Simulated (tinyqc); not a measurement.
Equation-of-state fits to an energy-volume table made by a known binding curve. Changing the half-width of the volume window w. Computed by tinyqc, a small Python program. Command: `OMP_NUM_THREADS=1 python tinyqc.py 3031078 3031079 out.jsonl eosfit sweep`. One thread of a shared host (Intel(R) Xeon(R) Processor @ 2.30GHz), about 0.04 s of CPU time with the checks.

With x = (V/V_0)^(1/3), the energy per atom is E = -D [1 + eta (x - 1)] exp(-eta (x - 1)), so that B0 = D eta^2/(9 V_0) and B' = 1 + 2 eta/3. B' = dB/dP at P = 0.

Inputs (values chosen for the exercise, for a model crystal):

| quantity | value | unit |
|---|---|---|
| cohesive energy D | 1.1 | eV/atom |
| true volume V_0 | 39 | angstrom^3/atom |
| stiffness eta | 4.67 | - |
| shift of the window centre s | 0.024 | - |
| points N | 9 | - |
| compression V/V_0 for the pressure test | 0.7 | - |
| noise amplitude | 0.011 | meV |

Binding curve: universal binding. Noise: added.

numbers xi_j, drawn evenly from -1 to 1: -0.8813  -0.8823  0.6633  -0.4311  0.2174  0.3733  0.7015  0.0062  0.3230  -0.0378  -0.9016  0.8034  0.8582  -0.9747  -0.3971  0.4319  -0.0454  -0.6142  -0.1622  0.0268  0.8850

Constants: 1 eV/angstrom^3 = 160.2176634 GPa.

Method:
- B0 and B' from the formulas above; P = -dE/dV at V = c V_0 (c the compression chosen), from the curve itself.
- Table: V_j = V_0 [1 + s + w (2 j/(N - 1) - 1)], j = 0..N-1, rounded to 0.001; E_j from the curve plus the noise amplitude times the listed numbers xi_j (xi_0 first), rounded to 1e-7 eV.
- Third-order Birch-Murnaghan is a cubic in u = V^(-2/3): fit it by linear least squares, find the minimum, and take B0 = V E''(V), B' = -1 - V E'''/E'' there.
- Errors are fitted minus exact, relative; the pressure at c V_0 uses P = (3 B0/2) (x^7 - x^5) [1 + (3/4)(B' - 4)(x^2 - 1)], x = (V0/V)^(1/3) with the fitted values.

One run for each value:

| half-width of the volume window w | error of B0 (%) | error of B' (%) | error of that pressure (%) | root-mean-square residual (meV) |
|---|---|---|---|---|
| 0.030 | -0.81520 | -2.1510 | 0.8967 | 0.004212 |
| 0.045 | -0.29496 | 0.1821 | 3.4378 | 0.004193 |
| 0.060 | -0.16795 | 0.6314 | 3.9654 | 0.004236 |
| 0.080 | -0.13364 | 0.7658 | 4.1228 | 0.004301 |
| 0.110 | -0.18414 | 0.6827 | 4.0035 | 0.004987 |
| 0.140 | -0.28680 | 0.5129 | 3.7559 | 0.008095 |
| 0.180 | -0.47783 | 0.1922 | 3.3003 | 0.019443 |
| 0.220 | -0.71726 | -0.2169 | 2.7449 | 0.042959 |

Describe and explain the trends.

Over the rows, error of B0 (%) goes from -0.815 through a maximum among these rows, -0.134 at 0.0800, to -0.717; error of B' (%) goes from -2.15 through a maximum among these rows, 0.766 at 0.0800, to -0.217; error of that pressure (%) goes from 0.897 through a maximum among these rows, 4.12 at 0.0800, to 2.74. Noise enters B0 as amplitude/w^2 and B' as amplitude/w^3, while the error of the form grows with w once w is much larger than the shift s: narrow windows suffer from the first, wide ones from the second. A small residual does not prove a small error in B'.

Extremes, crossings and ranges named in words are read from the listed rows.
